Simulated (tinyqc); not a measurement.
Gas flow in a process chamber: flow regimes, conductance, effective pumping speed, pump-down, outgassing and purge: one step, computed by the program tinyqc. Command: `OMP_NUM_THREADS=1 python tinyqc.py 3120375 3120376 out.jsonl pump walk`. One thread of a shared host (Intel(R) Xeon(R) Processor @ 2.30GHz), about 0.08 s of CPU time with the checks.

Ideal gas, isothermal flow, a pump of constant speed at the end of a round pipe; process gas, volume gas and outgassing are given the same properties. 1 sccm = 101325 Pa x 1e-6 m^3/60 s x T/273.15 K.

Problem. Purging a well-mixed chamber. With steady flow a contaminant decays as exp(-t/residence time); gas used = flow x time.

Inputs (values chosen for the exercise, modelled on oxygen near room temperature): temperature T = 300 K; process gas flow = 340 sccm.

residence time = 0.09897983 s

Give: time to dilute 1e3 times; time to dilute 1e6 times; gas used for 1e6.

Solution.

time to dilute 1e3 times = 0.68373 s

time to dilute 1e6 times = 1.3675 s

gas used for 1e6 = 7.7489 standard cm^3
